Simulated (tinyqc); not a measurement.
Schottky barrier with interface states (Cowley-Sze model), image lowering and contact resistance. From depletion width W back to donor density N. Computed by tinyqc, a small Python program. Command: `OMP_NUM_THREADS=1 python tinyqc.py 3011304 3011305 out.jsonl pinning inv`. One thread of a shared host (Intel(R) Xeon(R) Processor @ 2.30GHz), about 0.02 s of CPU time with the checks.

An n-type semiconductor under a metal. The barrier lies between the Schottky-Mott limit phi_M - chi and the Bardeen limit E_g - E_n, E_n being the neutrality level of the interface states; the space-charge term of the full Cowley-Sze expression is left out.

Inputs (values chosen for the exercise, for a model semiconductor): gap E_g = 1.5 eV; electron affinity chi = 4.06 eV; metal work function phi_M = 4.33 eV; neutrality level E_n above the valence band = 1.03 eV; interface-state density D = 4.7e+12 cm^-2 eV^-1; dipole layer thickness delta = 0.5 nm; dipole layer constant eps_i = 4; dielectric constant eps_s = 12.5; electron mass m_e = 0.0485 m_0; valleys M_c = 1; temperature T = 200 K; reverse bias V_r = 3.7 V.

Pinning factor from: interface states.

Constants: e = 1.602176634e-19 C; eps_0 = 8.8541878128e-12 F/m; k_B = 8.617333262e-05 eV/K; m_0 = 9.1093837015e-31 kg; k_B = 1.380649e-23 J/K; h = 6.62607015e-34 J s.

Method:
- S = 1/(1 + e^2 D delta/(eps_i eps_0)); for D per eV, e^2 D is the number e x D in SI units, with 1 cm^-2 = 1e4 m^-2.
- phi_B = S (phi_M - chi) + (1 - S)(E_g - E_n); the hole barrier is E_g - phi_B.
- N_c = 2 M_c (2 pi m_e k_B T/h^2)^(3/2); xi = E_c - E_F solves N = N_c F_1/2(-xi/k_B T) (bisection; full ionisation).
- F_1/2(eta) = (2/sqrt(pi)) int_0^infinity sqrt(x)/(1 + exp(x - eta)) dx, by the trapezoid rule in t = sqrt(x) with step 0.02 up to t = 12 (for eta < -12 by exp(eta) - exp(2 eta)/2^(3/2)).
- V_bi = phi_B - xi; W = sqrt(2 eps_s eps_0 (V_bi + V_r - k_B T/e)/(e N)); field at the metal E_m = e N W/(eps_s eps_0); image lowering sqrt(e E_m/(4 pi eps_s eps_0)).

Task: A run gave the result below. Find the donor density N, known to lie between 4.1e+15 and 1.1e+16 cm^-3.

depletion width W = 987.6723 nm

Result:

Each step takes the trial c = (a f_b - b f_a)/(f_b - f_a), f being the result less the target and a, b, c the logarithms of the listed values; c replaces end b, the old b replaces a if the sign of f changed, and otherwise f_a is halved.

Scan of the range:
```
donor density N (cm^-3)  depletion width W (nm)
4.10e+15                                1147.94
4.83e+15                                1058.02
5.70e+15                                 974.30
6.72e+15                                 897.64
7.92e+15                                 827.15
9.33e+15                                 762.37
1.10e+16                                 702.38
```

False position (Illinois rule, in the logarithm of the input) inside the bracket:
```
step        end a        end b        trial  depletion width W (nm)
1     4.83000e+15  5.70000e+15  5.55118e+15                 987.213
2     4.83000e+15  5.55118e+15  5.54124e+15                 988.094
3     5.55118e+15  5.54124e+15  5.54600e+15                 987.672
4     5.54124e+15  5.54600e+15  5.54600e+15                 987.672
```

Depletion width W falls at every point of a 13-point scan of the range (every second point is shown), so one value fits; it is bracketed by 4.83e15 and 5.70e15. Answer: donor density N = 5.546e15 cm^-3.
